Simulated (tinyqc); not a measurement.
Deal-Grove kinetics of thermal oxidation of silicon: one step, computed by the program tinyqc.

Oxidant diffuses through the oxide and reacts at the interface, so that dx/dt = B/(A + 2x) for the oxide thickness x.

Task: Rate constants. B = B0 p exp(-E_B/(k_B T)), B/A = (B/A)0 p^m exp(-E_A/(k_B T)), p in atm; A = B/(B/A). Temperatures in kelvin are T(C) + 273.15.

Inputs (values chosen for the exercise, close to those used for silicon):

| quantity | value | unit |
|---|---|---|
| prefactor B0 | 874 | um^2/h |
| activation energy E_B | 1.22 | eV |
| prefactor (B/A)0 | 6.38e+06 | um/h |
| activation energy E_A | 2.01 | eV |
| temperature T | 1200 | C |
| oxidant pressure p | 1 | atm |
| pressure exponent m of B/A | 0.72 | - |

Ambient: dry oxygen. Surface: (111).

Constants: k_B = 8.617333262e-05 eV/K.

Give: parabolic constant B; linear constant B/A; length A.

Result:

parabolic constant B = 0.05858 um^2/h

linear constant B/A = 0.8481 um/h

length A = 0.06908 um

Reaction at the interface limits growth while x is well below A/2 = 0.0345 um, diffusion once x is well above it.
